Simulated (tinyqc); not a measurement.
# Pillar capacitor in an array: capacitance, non-linearity, leakage and relaxation: cell against the diameter of the pillar

A film between two metal electrodes, each interface adding a series capacitance ci. The small-signal permittivity is ek (1 + aq E^2); the field is found with the linear permittivity. Leakage J = J0 sinh(E/Ef). After a voltage step the film passes a relaxation current kr C V tt^(-nr), tt being the time in seconds. The sidewall is a coaxial capacitor with radii a = dm/2 and b = dm/2 + t, depth AR dm; the end face is left out.

Per length 1/c = ln(b/a)/(2 pi eps0 ek) + (1/a + 1/b)/(2 pi ci); cell capacitance c AR dm; per footprint over pt^2; fields c V/(2 pi eps0 ek r) at r = a and b; resistance of the inner electrode rho AR dm/(pi a^2); time constant R C/3 of the distributed line. The pitch is scaled as pt dm/(69 nm).

Inputs (values chosen for the exercise); permittivity of the order of that of aluminium oxide: relative permittivity of the film ek = 8.11; film thickness t = 13 nm; capacitance of each electrode interface (dead layer and screening) ci = 200 uF/cm^2; bias V = 1 V; aspect ratio, depth over diameter AR = 20; pitch of the square array pt = 120 nm; resistivity of the inner electrode rho = 200 uohm cm.

Constants: eps0 = 8.8541878128e-14 F/cm where lengths are in cm. Results are converted to the units shown.

Cell against the diameter of the pillar:

| dm (nm) | cell capacitance (fF) | per footprint (uF/cm^2) | field at a (MV/cm) | field at b (MV/cm) | R (kohm) | R C/3 (ps) |
|---|---|---|---|---|---|---|
| 45 | 0.8854 | 14.46 | 0.9691 | 0.6142 | 1.132 | 0.3340 |
| 61 | 1.542 | 13.70 | 0.9183 | 0.6439 | 0.8349 | 0.4291 |
| 81 | 2.611 | 13.16 | 0.8820 | 0.6677 | 0.6288 | 0.5472 |
| 110 | 4.652 | 12.71 | 0.8522 | 0.6893 | 0.4630 | 0.7180 |
| 150 | 8.421 | 12.37 | 0.8295 | 0.7070 | 0.3395 | 0.9531 |
| 190 | 13.29 | 12.18 | 0.8162 | 0.7180 | 0.2681 | 1.188 |
| 260 | 24.48 | 11.97 | 0.8026 | 0.7297 | 0.1959 | 1.598 |

What does the table show?

As dm goes from 45 to 260, the cell capacitance rises from 0.885 to 24.5 fF, the capacitance per footprint falls from 14.5 to 12.0 uF/cm^2, the ratio of the two fields falls from 1.58 to 1.10 and R C/3 rises from 0.334 to 1.60 ps; the time constant goes as dm^(0.82) between the first two rows and dm^(0.95) between the last two.

Computed by the program tinyqc: `OMP_NUM_THREADS=1 python tinyqc.py 2102135 2102136 out.jsonl`, one thread of a shared Intel Xeon 2.30GHz, about 0.01 s for the whole run.
